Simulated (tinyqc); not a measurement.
# Punch-through p+-n junction, ionisation integral and breakdown, step by step

Numbers from tinyqc (`OMP_NUM_THREADS=1 python tinyqc.py 2120012 2120013 out.jsonl`; about 0.05 s on one thread of a shared Intel Xeon 2.30GHz). Printed values are rounded.

A p+ layer at x < 0 and an n drift layer from x = 0 to L on an n+ substrate. Depletion approximation, built-in voltage neglected. Local ionisation coefficients alpha_n = an exp(-(bn/E)^mx), alpha_p = ap exp(-(bp/E)^mx). Electrons move towards +x, holes towards x = 0.

Values chosen for this exercise; material values close to those of gallium arsenide:
- eps_r = 12.7 (relative permittivity)
- an = 2.87e5 1/cm (prefactor of the electron ionisation coefficient)
- bn = 6.68e5 V/cm (field constant for electrons)
- ap = 2.24e5 1/cm (prefactor of the hole ionisation coefficient)
- bp = 6.41e5 V/cm (field constant for holes)
- mx = 1.6 (exponent)
- N = 3.9e16 cm^-3 (donor density of the drift layer)
- L = 0.44 um (thickness of the drift layer)
- V = 14.3 V (reverse voltage)
- fr = 1 (share of the depleted width that the grid covers)

Constants: q = 1.602176634e-19 C, eps0 = 8.8541878128e-14 F/cm where lengths are in cm. Results are converted to the units shown.

Range of the model: Breakdown comes at under 36 V, so the built-in voltage left out is a few per cent of it or more. The depleted width at breakdown is under 0.5 um, where dead space and tunnelling make the local model unreliable.

## Field and ionisation coefficients on a grid

W = sqrt(2 eps0 eps_r V/(q N)), peak field E0 = q N W/(eps0 eps_r), falling linearly to 0 at W; if W > L the layer is punched through: W = L, E0 = V/L + q N L/(2 eps0 eps_r), falling linearly to E1 = V/L - q N L/(2 eps0 eps_r). Grid: 14 equal steps from 0 to fr W.

W = 0.44 um

| point | x (um) | E (kV/cm) | alpha_n (1/cm) | alpha_p (1/cm) |
|---|---|---|---|---|
| 0 | 0.0000000 | 447.2490 | 42924.36 | 37825.45 |
| 1 | 0.0314286 | 429.7848 | 37879.48 | 33647.53 |
| 2 | 0.0628571 | 412.3207 | 32964.72 | 29542.97 |
| 3 | 0.0942857 | 394.8566 | 28226.92 | 25548.94 |
| 4 | 0.1257143 | 377.3924 | 23716.94 | 21706.90 |
| 5 | 0.1571429 | 359.9283 | 19488.53 | 18062.01 |
| 6 | 0.1885714 | 342.4641 | 15596.31 | 14661.89 |
| 7 | 0.2200000 | 325 | 12092.94 | 11554.69 |
| 8 | 0.2514286 | 307.5359 | 9025.156 | 8786.162 |
| 9 | 0.2828571 | 290.0717 | 6428.836 | 6395.700 |
| 10 | 0.3142857 | 272.6076 | 4323.228 | 4411.358 |
| 11 | 0.3457143 | 255.1434 | 2705.194 | 2844.262 |
| 12 | 0.3771429 | 237.6793 | 1544.723 | 1683.323 |
| 13 | 0.4085714 | 220.2152 | 783.7163 | 891.8694 |
| 14 | 0.4400000 | 202.7510 | 340.2552 | 408.4089 |

## Ionisation integrals by the trapezoid rule

G(x) = integral from 0 to x of (alpha_n - alpha_p); I_n = integral of alpha_n exp(-G) (electrons injected at x = 0), I_p = integral of alpha_p exp(G(end) - G) (holes injected at the far edge); M = 1/(1 - I). All integrals by the trapezoid rule on the grid.

| point | G | alpha_n exp(-G) (1e4 1/cm) |
|---|---|---|
| 0 | 0.00000000 | 4.292436 |
| 1 | 0.01466279 | 3.732812 |
| 2 | 0.02669005 | 3.209653 |
| 3 | 0.03627534 | 2.722132 |
| 4 | 0.04364222 | 2.270414 |
| 5 | 0.04904251 | 1.855582 |
| 6 | 0.05275255 | 1.479489 |
| 7 | 0.05506674 | 1.144502 |
| 8 | 0.05628812 | 0.853118 |
| 9 | 0.05671575 | 0.607437 |
| 10 | 0.05662933 | 0.408521 |
| 11 | 0.05627231 | 0.255717 |
| 12 | 0.05583597 | 0.146084 |
| 13 | 0.05544822 | 0.074144 |
| 14 | 0.05517116 | 0.032199 |

I_n = 0.6575461
I_p = 0.6380880
M_n = 2.920101
M_p = 2.763103

A grid of 1500 steps over the whole width gives I_n = 0.6562 and I_p = 0.6367; the coarse I_n is 0.21 % above and the coarse I_p 0.21 % above those values. Electrons multiply more: on this coarse grid M - 1 is 1.09 times as large for them.

## Breakdown voltage by secant steps

G(x) = integral from 0 to x of (alpha_n - alpha_p); I_n = integral of alpha_n exp(-G) (electrons injected at x = 0), I_p = integral of alpha_p exp(G(end) - G) (holes injected at the far edge); M = 1/(1 - I). Secant steps on ln I_n(V) = 0 with the integrals on a fine grid (1500 steps), from the points V = 13.5 and 14.9 V; stop when the step is below 1e-7 of V.

Course of the iteration:

| step | V (V) | I_n | change of V (V) |
|---|---|---|---|
| 1 | 14.9 | 0.7558143 | 1.13 |
| 2 | 16.02847 | 0.9592121 | 0.197 |
| 3 | 16.22565 | 0.9965427 | 0.0179 |
| 4 | 16.24354 | 0.9999513 | 2.55e-4 |
| 5 | 16.24379 | 0.9999999 | 3.04e-7 |

Breakdown at 16.244 V, with a peak field of 491.4 kV/cm and W = 0.4400 um. The integral for holes reaches 1 at the same voltage.
